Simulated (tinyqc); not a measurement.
# Hall effect and magnetoresistance of several carrier groups with constant relaxation times, step by step

A worked calculation. Computed by tinyqc, a small Python program that keeps every step. Command: `OMP_NUM_THREADS=1 python tinyqc.py 3017153 3017154 out.jsonl hall2 walk`. One thread of a shared host (Intel(R) Xeon(R) Processor @ 2.30GHz), about 0.01 s of CPU time with the checks. Intermediate numbers are printed to about 5 digits and carried at full precision; extremes and crossings named in words are read from the listed rows.

Group 1 has charge +e and group 2 charge +e; s_i is that sign. B lies along z; mu B is formed with mu in m^2/(V s).

Inputs (values chosen for the exercise, for a model conductor):
```
quantity            value        unit
density n1        6.8e+17      1/cm^3
mobility mu1         6600  cm^2/(V s)
density n2        2.7e+19      1/cm^3
mobility mu2         1200  cm^2/(V s)
magnetic field B      5.9           T
```

Carriers: light and heavy holes. Densities: per volume.

Constants: e = 1.602176634e-19 C.

## Conductivity of each group

sigma_xx = sum n_i e mu_i/(1 + mu_i^2 B^2); sigma_xy = sum s_i n_i e mu_i^2 B/(1 + mu_i^2 B^2).

Parts (S/cm):
```
group     mu B  sigma_xx  sigma_xy
group 1  3.894    44.487    173.23
group 2  0.708    3457.8    2448.1
```

sigma_xx = 3502.3 S/cm

sigma_xy = 2621.3 S/cm

sigma at B = 0 = 5910.1 S/cm

## Resistivity, Hall coefficient and magnetoresistance

rho_xx = sigma_xx/(sigma_xx^2 + sigma_xy^2); Hall coefficient R_H = sigma_xy/(B (sigma_xx^2 + sigma_xy^2)), with B in V s/cm^2 (1 T = 1e-4 V s/cm^2); magnetoresistance MR = rho_xx(B)/rho_xx(0) - 1. Apparent density 1/(e |R_H|); Hall mobility |R_H|/rho_xx.

rho_xx = 1.8301e-04 ohm cm

Hall coefficient R_H = 0.23216 cm^3/C

magnetoresistance MR = 8.1591 %

apparent density = 2.6884e+19 1/cm^3

Hall mobility = 1268.6 cm^2/(V s)

A one-carrier reading would report holes of density 2.69e19, against n1 = 6.8e17 and n2 = 2.7e19.

## Limits of weak and strong field

Weak field: R_H(0) = sum s_i n_i mu_i^2/(e (sum n_i mu_i)^2); MR = c B^2 with c = n1 n2 mu1 mu2 (s1 mu1 - s2 mu2)^2/(n1 mu1 + n2 mu2)^2. Strong field: R_H = 1/(e sum s_i n_i); rho_xx saturates at (n1/mu1 + n2/mu2)/(e (sum s_i n_i)^2).

R_H at weak field = 0.31421 cm^3/C

coefficient c = 0.031161 1/T^2

R_H at strong field = 0.22549 cm^3/C

saturation MR = 8.8227 %

R_H keeps its sign, and its size changes by a factor 0.718 from weak to strong field.

## Field dependence

rho_xx = sigma_xx/(sigma_xx^2 + sigma_xy^2); Hall coefficient R_H = sigma_xy/(B (sigma_xx^2 + sigma_xy^2)), with B in V s/cm^2 (1 T = 1e-4 V s/cm^2); magnetoresistance MR = rho_xx(B)/rho_xx(0) - 1.

Against the field:
```
B (T)       mu1 B  rho_xx (ohm cm)  R_H (cm^3/C)      MR (%)
0.076  5.0160e-02       1.6923e-04       0.31403  1.7962e-02
0.23   1.5180e-01       1.6948e-04       0.31258  1.6182e-01
0.61   4.0260e-01       1.7094e-04       0.30390  1.0248e+00
1.5    9.9000e-01       1.7581e-04       0.27492  3.9067e+00
3.8    2.5080e+00       1.8168e-04       0.24003  7.3764e+00
9.1    6.0060e+00       1.8364e-04       0.22842  8.5310e+00
23     1.5180e+01       1.8405e-04       0.22596  8.7758e+00
61     4.0260e+01       1.8412e-04       0.22556  8.8160e+00
180    1.1880e+02       1.8413e-04       0.22550  8.8220e+00
```

MR starts as B^1.99 and ends as B^0.00; it saturates at 8.82 %. One group alone would show no magnetoresistance in this model. The rows with mu1 B well above 1 show the semiclassical limit; Landau quantisation is left out. Fields above 100 T are beyond ordinary laboratory magnets.

## Back from four measured limits to the two groups

With z_i = s_i mu_i and w_i = s_i n_i the moments M_k = w1 z1^k + w2 z2^k are M_(-1) = (1 + MR_sat) M_0^2/M_1, M_0 = 1/(e R_strong), M_1 = sigma(0)/e, M_2 = R_weak sigma(0)^2/e. The z_i are the roots of z^2 + p z + q with M_2 + p M_1 + q M_0 = 0 and M_1 + p M_0 + q M_(-1) = 0; then w follows from M_0 and M_1. Group 1 is the faster.

p and q: -7800  7.9200e+06

signed mobilities s_i mu_i (cm^2/(V s)): 6600  1200

densities (1/cm^3): 6.80e+17  2.70e+19

Checks made by the program: weak-field formulas against the tensor at mu1 B = 1e-3 (relative difference 8e-07); recovered mobilities and densities against the inputs (relative difference below 1e-10).
